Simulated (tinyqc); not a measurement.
Ellipsoidal valleys in the axes of a wafer and a channel: sweeps and comparisons. A value that a table varies takes the place of the one given here.

Valleys with axes a along [111], [1-1-1], [-11-1] and [-1-11], one whole valley each; inverse mass tensor w = 1/mt + (1/ml - 1/mt) a a. Device axes: z = nz/|nz|, x = nx/|nx|, y = z cross x; in them a = (ax, ay, az). Confinement mass mz = 1/w_zz. In the plane w_ij is replaced by u_ij = w_ij - w_iz w_jz/w_zz (i, j = x, y); density-of-states mass md = 1/sqrt(det u); conductivity mass along x mc = 1/u_xx; ballistic transport mass mx = u_yy/det u, width mass my = 1/u_yy.

Hard walls: E_n = c (n pi/t)^2/mz, c = hbar^2/2m0, n = 1, 2, 3. Non-degenerate share of a valley proportional to md sum_n exp(-E_n/kT); mean 1/mc = sum of share/mc. 1 nm = 10 angstrom.

Constants: hbar^2/2m0 = 3.80998211 eV angstrom^2; kB = 8.617333262e-05 eV/K.

Parameters, chosen for this exercise (near those of the L valleys of Ge; not measured data):
- ml = 1.549 m0 (longitudinal mass)
- mt = 0.081 m0 (transverse mass)
- t = 3.2 nm (thickness of the film)
- T = 400 K (temperature)
- nz = (1, 1, 0) (surface normal (confinement))
- nx = (1, -1, 1) (channel direction)

## Wafer and channel orientation

For each face/channel: the lowest ladder (mz, number of valleys, md, E1, share) and the mean conductivity mass over all valleys.

Results:
```
face/channel,mz,valleys,md,E1 (meV),share,mean mc
(110)/[1-10],0.220,2,0.215,166.9,1.000,0.0810
(001)/[100],0.118,4,0.293,310.1,1.000,0.1505
(100)/[011],0.118,4,0.293,310.1,1.000,0.1505
(110)/[1-11],0.220,2,0.215,166.9,1.000,0.1135
(111)/[1-10],1.549,1,0.081,23.7,1.000,0.0810
(210)/[001],0.188,2,0.233,195.6,0.998,0.3017
(110)/[001],0.220,2,0.215,166.9,1.000,0.5695
```

What can be read from the table?

The mean conductivity mass is lowest, 0.0810, for (110)/[1-10] and (111)/[1-10] and highest, 0.5695, for (110)/[001]; the bulk value is 0.1184. The confinement energy is lowest on the face with the heaviest mz ((111), 24 meV). The density of states of the lowest ladder, valleys times md, runs between 0.081 and 1.172; a small value limits the charge through the quantum capacitance. Rows with E1 above about 150 meV are beyond the parabolic range, and other valley families may lie lower.

## Thickness of the film

Share of the lowest ladder and mean conductivity mass.

Results:
```
t (nm),lowest E1 (meV),spread of E1 (meV),share of the lowest ladder,mean mc
2.0,427.3,733.3,1.000,0.1134
3.0,189.9,325.9,1.000,0.1134
4.0,106.8,183.3,0.992,0.1138
5.0,68.4,117.3,0.948,0.1155
7.0,34.9,59.9,0.783,0.1224
10.0,17.1,29.3,0.635,0.1294
14.0,8.7,15.0,0.570,0.1327
```

How do the results move?

The spread falls as 1/t^2 and passes kT = 34.5 meV between t = 7 and 10 nm; the share of the lowest ladder goes from 1.000 to 0.570 and the mean mass goes from 0.1134 to 0.1327, against 0.1364 for equal shares, the limit of a thick film (the bulk value 3/(1/ml + 2/mt) is 0.1184; the two differ since axes are tilted in the x-z plane and in a quantised film no valley carries current across it; once scattering blurs the subbands the bulk value returns). Three subbands a valley become too few once E3 nears kT. In the thinnest rows E1 (427 meV) is beyond the parabolic range, and the Delta valleys can pass below.

## What each parameter does

Lowest E1, its share and the mean conductivity mass. Each row changes one parameter from the base and keeps the others.

Results:
```
case,lowest E1 (meV),share,mean mc (m0)
base,166.92,0.9996,0.1135
ml = 1.704 m0,165.48,0.9996,0.1141
mt = 0.089 m0,153.34,0.9991,0.1240
t = 2.88 nm,206.08,0.9999,0.1134
T = 440 K,166.92,0.9991,0.1135
```

What does this show?

The largest shifts from the base row, up to three for each result and ties (the steps differ in size, so this ranks the rows, not the parameters). lowest E1 (meV): t +39.15, mt -13.58, ml -1.44; unchanged at the printed digits by T. share: mt -0.0005, T -0.0005, t +0.0003; unchanged at the printed digits by ml. mean mc (m0): mt +0.0105, ml +0.0006, t -0.0000; unchanged at the printed digits by T.

Program tinyqc; command `OMP_NUM_THREADS=1 python tinyqc.py 1880537 1880538 out.jsonl`; about 0.01 s on one thread of a shared Intel(R) Xeon(R) Processor @ 2.30GHz.
